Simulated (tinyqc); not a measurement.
Bond-orbital model of a tetrahedral semiconductor (Harrison's universal couplings): one step. The three energies. Four cases, with inputs chosen for the exercise.

Task: Form the hybrid levels, V1, V2 and V3.

Hybrid level eh = (es + 3 ep)/4; metallic energy V1 = (ep - es)/4 for each atom; covalent energy V2 = 3.22 hbar^2/(m d^2); polar energy V3 = (ehc - eha)/2; hbar^2/m = 2c, c = hbar^2/2m0. Polarity ap = V3/sqrt(V2^2 + V3^2), covalency ac = V2/sqrt(V2^2 + V3^2). p-p coupling at Gamma Exx = (4/3)(2.22 - 2 x 0.63) hbar^2/(m d^2) = 1.28 hbar^2/(m d^2), s-s coupling Ess = 4 x 1.32 hbar^2/(m d^2).

Constants: hbar^2/2m0 = 3.80998211 eV angstrom^2.

Give: hbar^2/(m d^2); hybrid levels; V1; V2, V3.

Case 1.

Values chosen (near tabulated values for Ge; the model gives trends, and its gaps can be far from the real ones; shifted at random, so the results belong to these values and not to a real crystal): esc = -15.15 eV (s level, cation); epc = -7.4 eV (p level, cation); esa = -15.15 eV (s level, anion); epa = -7.4 eV (p level, anion); d = 2.44 angstrom (bond length).

Result:

hbar^2/(m d^2) = 1.2799 eV

hybrid levels (eV): cation -9.3375, anion -9.3375

V1 (eV): cation 1.9375, anion 1.9375

V2, V3 (eV): 4.1213  0.0000

Case 2.

Values chosen (near tabulated values for GaN; the model gives trends, and its gaps can be far from the real ones; shifted at random, so the results belong to these values and not to a real crystal): esc = -11.56 eV (s level, cation); epc = -5.62 eV (p level, cation); esa = -26.44 eV (s level, anion); epa = -13.88 eV (p level, anion); d = 1.95 angstrom (bond length).

Result:

hbar^2/(m d^2) = 2.0039 eV

hybrid levels (eV): cation -7.1050, anion -17.0200

V1 (eV): cation 1.4850, anion 3.1400

V2, V3 (eV): 6.4527  4.9575

Case 3.

Values chosen (near tabulated values for GaAs; the model gives trends, and its gaps can be far from the real ones; shifted at random, so the results belong to these values and not to a real crystal): esc = -11.66 eV (s level, cation); epc = -5.65 eV (p level, cation); esa = -18.89 eV (s level, anion); epa = -9.09 eV (p level, anion); d = 2.45 angstrom (bond length).

Result:

hbar^2/(m d^2) = 1.2695 eV

hybrid levels (eV): cation -7.1525, anion -11.5400

V1 (eV): cation 1.5025, anion 2.4500

V2, V3 (eV): 4.0877  2.1938

Case 4.

Values chosen (near tabulated values for GaN; the model gives trends, and its gaps can be far from the real ones; shifted at random, so the results belong to these values and not to a real crystal): esc = -11.62 eV (s level, cation); epc = -5.7 eV (p level, cation); esa = -26.49 eV (s level, anion); epa = -13.86 eV (p level, anion); d = 1.95 angstrom (bond length).

Result:

hbar^2/(m d^2) = 2.0039 eV

hybrid levels (eV): cation -7.1800, anion -17.0175

V1 (eV): cation 1.4800, anion 3.1575

V2, V3 (eV): 6.4527  4.9188

Computed by tinyqc, one run a case: `OMP_NUM_THREADS=1 python tinyqc.py N N+1 out.jsonl` with N = 1451475, 1451720, 1451966, 1452231; one thread of a shared Intel(R) Xeon(R) Processor @ 2.30GHz, about 0.01 s a run at most.
